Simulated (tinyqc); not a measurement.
Internal photoemission over an interface barrier: threshold and yield against field.

Electrons are excited from a metal over the barrier Phi(F) = P0 - sqrt(q F/(4 pi eps0 ei)), whose top lies at xm = sqrt(q/(16 pi eps0 ei F)). The yield is Y = A (hv - Phi)^p exp(-xm/l), with A = 1 here.

The yield is taken at hv = 1.93 eV.

Inputs (values chosen for the exercise); dielectric values close to those of hafnium oxide: barrier at zero field P0 = 1.63 eV; image-force permittivity ei = 4.39; exponent of the yield p = 2; scattering length in the image well l = 2 nm.

Constants: q = 1.602176634e-19 C, eps0 = 8.8541878128e-14 F/cm where lengths are in cm. Results are converted to the units shown.

Result of one run:
```
F (MV/cm)  sqrt(F) ((MV/cm)^0.5)  Phi (eV)  xm (nm)       Y
1.2                        1.095     1.432   0.8267  0.1643
```

What becomes of these results when the field in the dielectric F is changed from 1.2 to 2.1 MV/cm, all else the same?

Result of the changed run:
```
F (MV/cm)  sqrt(F) ((MV/cm)^0.5)  Phi (eV)  xm (nm)       Y
2.1                        1.449     1.368   0.6249  0.2315
```

The whole series:
```
F (MV/cm)  sqrt(F) ((MV/cm)^0.5)  Phi (eV)  xm (nm)        Y
0.1                       0.3162     1.573    2.864  0.03049
0.19                      0.4359     1.551    2.077  0.05082
0.35                      0.5916     1.523    1.531  0.07711
0.64                      0.8000     1.485    1.132   0.1124
1.2                        1.095     1.432   0.8267   0.1643
2.1                        1.449     1.368   0.6249   0.2315
3.9                        1.975     1.272   0.4585   0.3439
7.2                        2.683     1.144   0.3375   0.5218
```

Phi is linear in sqrt(F) with slope -0.181 eV and intercept P0 = 1.63 eV. The yield grows by a factor of 17.1, of which 3.54 comes from less scattering, as xm shrinks from 2.86 to 0.337 nm, and the rest from the lower barrier. For F = 7.2 xm is within about two atomic layers of the interface, where the classical image potential fails.

Numbers from tinyqc (`OMP_NUM_THREADS=1 python tinyqc.py 2410022 2410023 out.jsonl`; about 0.01 s on one thread of a shared Intel Xeon 2.30GHz).
